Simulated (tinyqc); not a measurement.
# Resistance of a tapered via with liner, size effect and interface: effects of single changes

A round via whose diameter grows from db at the bottom as D(z) = db + 2 z/tan(ang). The fill, of diameter D - 2 tl, starts above the bottom liner (thickness fb tl) and has rho = rho0 (1 + ks lam/(D - 2 tl)); the sidewall liner conducts in parallel with it. The bottom liner and the interface are crossed over the full area pi db^2/4. Spreading in the lines above and below is left out.

Values chosen for this exercise; fill metal close to copper: diameter at the bottom db = 46 nm; height hv = 170 nm; sidewall angle ang = 85 degrees; bulk resistivity of the fill rho0 = 1.72 uohm cm; mean free path of the fill lam = 39.8 nm; size-effect factor ks = 1.4; liner on the sidewall tl = 2 nm; liner at the bottom over that on the sidewall fb = 0.5; resistivity of the liner rl = 230 uohm cm; interface resistivity at the bottom ri = 1.2e-12 ohm cm^2; ballistic conductance per area, about 3/(4 rho0 lam) Sb = 1.1e15 S/m^2; bulk resistivity of the second fill (close to ruthenium) rho2 = 7.76 uohm cm; its mean free path lam2 = 6.63 nm; its liner tl2 = 0.4 nm.

Each table varies one quantity; the others keep the values above.

## Via resistance against the diameter at the bottom

Slices between z0 = fb tl and hv, evaluated at their midpoints: conductance per length pi/4 [(D - 2 tl)^2/rho + (D^2 - (D - 2 tl)^2)/rl], slice resistance = slice height over that. 2000 slices. R_fill = sum of the slices; R_bottom = rl fb tl/(pi db^2/4); R_interface = ri/(pi db^2/4); ballistic (Sharvin) limit 1/(Sb pi (db - 2 tl)^2/4); ideal cylinder rho0 hv/(pi db^2/4).

Via resistance against the diameter at the bottom:
columns A: db (nm); B: R_fill (ohm); C: R_bottom (ohm); D: R_interface (ohm); E: R (ohm); F: ballistic limit (ohm); G: R over ideal cylinder; H: largest part
```
A          B        C         D       E        F       G     H
6     515.05   81.346    4.2441  600.64   289.37  5.8080  fill
8.3   174.76   42.509    2.2179  219.49   62.601  4.0615  fill
11    75.730   24.202    1.2627  101.19   23.622  3.2889  fill
16    28.322   11.439   0.59683  40.358   8.0381  2.7752  fill
22    13.178   6.0505   0.31568  19.544   3.5725  2.5408  fill
30    6.4722   3.2538   0.16977  9.8958   1.7123  2.3922  fill
42    3.0553   1.6601  0.086615  4.8021  0.80159  2.2753  fill
58    1.5040  0.87053  0.045419  2.4199  0.39694  2.1866  fill
80   0.74770  0.45757  0.023873  1.2291  0.20040  2.1130  fill
```

R falls from 601 to 1.23 ohm. The fill is the largest part at db = 6 and in all other rows. R goes as db^(-3.10) between the first two rows and db^(-2.11) between the last two; area alone gives -2. For db = 6 the ballistic limit exceeds half of R_fill, so the diffusive model understates R.

## Via resistance against the sidewall angle

Same model as above.

2000 slices.

The same in every row: R_bottom (ohm) = 1.384; R_interface (ohm) = 0.07221; ballistic limit (ohm) = 0.6562.

Via resistance against the sidewall angle:
```
ang (degrees)  R_fill (ohm)  R (ohm)  R over ideal cylinder  largest part
90                    4.865    6.321                  3.593          fill
89                    4.109    5.565                  3.163          fill
88                    3.549    5.005                  2.845          fill
87                    3.118    4.574                  2.600          fill
86                    2.776    4.233                  2.406          fill
84                    2.271    3.727                  2.119          fill
82                    1.916    3.372                  1.916          fill
```

R falls from 6.32 to 3.37 ohm. The fill is the largest part at ang = 90 and in all other rows. The share of the two bottom terms goes from 23.0 to 43.2 %.

## Two fill metals against the diameter

2000 slices. R_fill = sum of the slices; R_bottom = rl fb tl/(pi db^2/4); R_interface = ri/(pi db^2/4). The second fill has rho2, lam2 and tl2 in place of rho0, lam and tl.

Two fill metals against the diameter:
```
db (nm)  R, first fill (ohm)  R, second fill (ohm)  ratio second/first
6                      600.6                 202.9              0.3378
8.5                    204.8                 109.2              0.5332
12                     81.00                 60.51              0.7470
17                     35.05                 33.64              0.9598
24                     16.12                 18.80               1.167
35                     7.095                 9.848               1.388
49                     3.459                 5.459               1.578
70                     1.627                 2.877               1.768
100                   0.7702                 1.493               1.938
```

Read the table: what changes, and by how much?

The ratio goes from 0.338 to 1.94. The two fills give the same R at db = 18.2 nm; below it the second gives the lower R. Ratios within a few per cent of 1 are a tie, given that ballistic terms are left out.

tinyqc, about 0.01 s, one thread, Intel Xeon 2.30GHz (shared host): `OMP_NUM_THREADS=1 python tinyqc.py 2750143 2750144 out.jsonl`
